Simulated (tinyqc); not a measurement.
# Via and link resistance from two via chains

Question. A chain of 5000 vias joined by 5000 metal links has R = 5000 (Rv + Rlink), with Rlink proportional to the link length. Find Rv, Rlink for length L, and the value of Rv that the short chain would give if the links were ignored.

resistance of chains of 5000 links with link lengths L and 3 L (ohm): [1.805e5, 1.915e5]

Solution. R per link is a straight line in the link length; its intercept at zero length is Rv.

Rv = 35.0 ohm
Rlink = 1.10 ohm
Rv without correction = 36.1 ohm

Program tinyqc, `OMP_NUM_THREADS=1 python tinyqc.py 2750177 2750178 out.jsonl`; Intel Xeon 2.30GHz, shared host, one thread, about 0.01 s.
